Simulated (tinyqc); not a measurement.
Donor binding, ionisation and the Mott limit: two steps of the calculation.

Hydrogenic donor: Ry = (m0 q^3/(8 eps0^2 h^2)) me/eps_r^2 in eV, E0 = cc Ry, radius a = q/(8 pi eps0 eps_r E0), Mott density Nm = (0.26/a)^3. Below Nm the level sinks as Ed = E0 [1 - (N/Nm)^(1/3)]. Neutrality: Nc F12(eta) = N/(1 + 2 exp(eta + Ed/kB T)), F12(x) = (2/sqrt(pi)) int_0^infinity sqrt(u)/(1 + exp(u - x)) du.

Parameters, values chosen for the exercise; band and dielectric values close to those of gallium arsenide:
- T = 300 K (temperature)
- eps_r = 13 (relative permittivity)
- me = 0.0657 m0 (mass in the hydrogenic formula, set independently of Nc)
- Nc = 4.43e17 cm^-3 (conduction-band density of states at 300 K)
- cc = 1.3 (ratio of the true binding energy to the hydrogenic one)
- N = 7.4e14 cm^-3 (donor density)

Constants: q = 1.602176634e-19 C, kB = 1.380649e-23 J/K, eps0 = 8.8541878128e-12 F/m, h = 6.62607015e-34 J s, m0 = 9.1093837015e-31 kg, Vt = kB T/q. Results are converted to the units shown.

Problem 1. Binding energy, radius and Mott density. The mean spacing of the donors is N^(-1/3).

Find: Ry; E0; a; Nm; spacing over a; Ed.

Solution 1.

Ry = 5.2893 meV
E0 = 6.8761 meV
a = 8.0544 nm
Nm = 3.3637e16 cm^-3
spacing over a = 13.726
Ed = 4.9494 meV

Problem 2. Ionisation. Solve the neutrality equation for eta. Boltzmann form: with k = (Nc/2) exp(-Ed/kB T) the ionised share is [-k + sqrt(k^2 + 4 k N)]/(2 N).

Ed = 4.9494010 meV

Find: eta; ionised share; n; ionised share, Boltzmann form.

Solution 2.

eta = -6.398
ionised share = 99.60 %
n = 7.370e14 cm^-3
ionised share, Boltzmann form = 99.60 %

With the level held at E0 the share would be 99.6 %.

Range of the model: A sharp level with degeneracy 2 overstates freeze-out near Nm, where the impurity band broadens and merges with the conduction band.

tinyqc, about 0.01 s, one thread, Intel Xeon 2.30GHz (shared host): `OMP_NUM_THREADS=1 python tinyqc.py 2330072 2330073 out.jsonl`
